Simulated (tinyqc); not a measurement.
# From junction depth x_j back to background doping N_B (opposite type)

Model: sheet resistance and Hall data of a diffused or implanted layer. Computed by tinyqc, a small Python program. Command: `OMP_NUM_THREADS=1 python tinyqc.py 3019706 3019707 out.jsonl layer inv`. One thread of a shared host (Intel(R) Xeon(R) Processor @ 2.30GHz), about 0.02 s of CPU time with the checks.

Carriers are taken equal to the net active doping down to the junction (full ionisation, which deep dopants in wide-gap hosts do not reach; no spill-over, no depletion), and the Hall factor is 1.

Inputs (values chosen for the exercise, modelled on silicon in GaN): peak concentration N_0 = 1.3e+20 1/cm^3; length scale l = 370 nm.

Profile: complementary error function. Activation: limited by solubility.

Method. N(x) = N_0 erfc(x/l), dose N_0 l/sqrt(pi), junction x_j = l erfc^-1(N_B/N_0).

Task: A run gave the result below. Find the background doping N_B (opposite type), known to lie between 1.8e+17 and 2.5e+17 1/cm^3.

junction depth x_j = 827.4584 nm

Result:

Each step takes the trial c = (a f_b - b f_a)/(f_b - f_a), f being the result less the target and a, b, c the logarithms of the listed values; c replaces end b, the old b replaces a if the sign of f changed, and otherwise f_a is halved.

Scan of the range:

| background doping N_B (opposite type) (1/cm^3) | junction depth x_j (nm) |
|---|---|
| 1.80e+17 | 836.649 |
| 1.90e+17 | 832.561 |
| 2.01e+17 | 828.287 |
| 2.12e+17 | 824.224 |
| 2.24e+17 | 820.006 |
| 2.37e+17 | 815.666 |
| 2.50e+17 | 811.539 |

False position (Illinois rule, in the logarithm of the input) inside the bracket:

| step | end a | end b | trial | junction depth x_j (nm) |
|---|---|---|---|---|
| 1 | 2.01000e+17 | 2.12000e+17 | 2.03196e+17 | 827.460 |
| 2 | 2.12000e+17 | 2.03196e+17 | 2.03200e+17 | 827.458 |
| 3 | 2.12000e+17 | 2.03200e+17 | 2.03200e+17 | 827.458 |
| 4 | 2.03200e+17 | 2.03200e+17 | 2.03200e+17 | 827.458 |

Junction depth x_j falls at every point of a 13-point scan of the range (every second point is shown), so one value fits; it is bracketed by 2.01e17 and 2.12e17. Answer: background doping N_B (opposite type) = 2.032e17 1/cm^3.
